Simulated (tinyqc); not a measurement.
Long-channel MOSFET, surface-potential model: potential, charge and velocity along the channel.

n-channel transistor on a uniformly doped p-type body, gradual-channel approximation, constant mobility, Boltzmann statistics, full ionisation. Potentials are counted from the neutral body; V is the electron quasi-Fermi potential, Vsb at the source and Vsb + Vds at the drain. Charges are magnitudes per area.

ni = sqrt(Nc Nv) exp(-Eg/(2 Vt)), Eg in volts; phiF = Vt ln(Na/ni); Cox = eps0 eox/tox; gamma = sqrt(2 q eps0 eps_r Na)/Cox. The surface potential psi at channel potential V solves Vgs + Vsb - Vfb - psi = gamma sqrt(G), G = psi - Vt + Vt exp((psi - 2 phiF - V)/Vt). Charge sheet: Qi = Cox gamma [sqrt(G) - sqrt(psi - Vt)]; I = mu (W/L) [integral of Qi dpsi from psi_0 to psi_L (drift) + Vt (Qi0 - QiL) (diffusion)], with psi_0 at V = Vsb and psi_L at V = Vsb + Vds. The current is the same at every point, so the place y where the channel potential is Vsb + v follows from y/L = I(Vds = v)/I(Vds); the mean carrier velocity is I/(W Qi).

Inputs (values chosen for the exercise); material values close to those of silicon:
```
symbol    value        unit                                      meaning
T           300           K                                  temperature
Eg          1.1          eV                                     band gap
eps_r      11.6               relative permittivity of the semiconductor
Nc      2.84e19       cm^-3       conduction-band density of states at T
Nv      2.69e19       cm^-3          valence-band density of states at T
Na       1.8e16       cm^-3                 acceptor density of the body
eox        8.96              relative permittivity of the gate insulator
tox         3.7          nm                          insulator thickness
Vfb       -0.34           V                            flat-band voltage
mu          570  cm^2/(V s)                             channel mobility
W             2          um                                   gate width
L             1          um                                  gate length
Vsb           0           V                     source-body reverse bias
Vgs        0.82           V                          gate-source voltage
Vds         0.8           V                         drain-source voltage
```

Constants: q = 1.602176634e-19 C, kB = 1.380649e-23 J/K, Vt = kB T/q, eps0 = 8.8541878128e-14 F/cm where lengths are in cm. Results are converted to the units shown.

Along the channel:

| v (V) | psi (V) | Qi (nC/cm^2) | y/L | velocity (cm/s) |
|---|---|---|---|---|
| 0.05 | 0.9546 | 366.2 | 0.3197 | 9.195e5 |
| 0.1 | 0.9934 | 281.6 | 0.5692 | 1.196e6 |
| 0.15 | 1.030 | 202.2 | 0.7530 | 1.666e6 |
| 0.2 | 1.063 | 130.1 | 0.8773 | 2.587e6 |
| 0.25 | 1.091 | 69.40 | 0.9509 | 4.852e6 |
| 0.3 | 1.110 | 26.33 | 0.9858 | 1.279e7 |
| 0.35 | 1.120 | 6.089 | 0.9972 | 5.530e7 |
| 0.4 | 1.122 | 0.9927 | 0.9996 | 3.392e8 |

Half of the listed voltage range, v = 0.2 V, is reached at y/L = 0.877. The charge falls from 366 to 0.993 nC/cm^2 over the rows, so the velocity rises by a factor of 369 to keep the current constant. The last velocity exceeds 1e7 cm/s, a usual saturation velocity, so constant mobility fails there.

Program tinyqc, `OMP_NUM_THREADS=1 python tinyqc.py 2360119 2360120 out.jsonl`; Intel Xeon 2.30GHz, shared host, one thread, about 0.07 s.
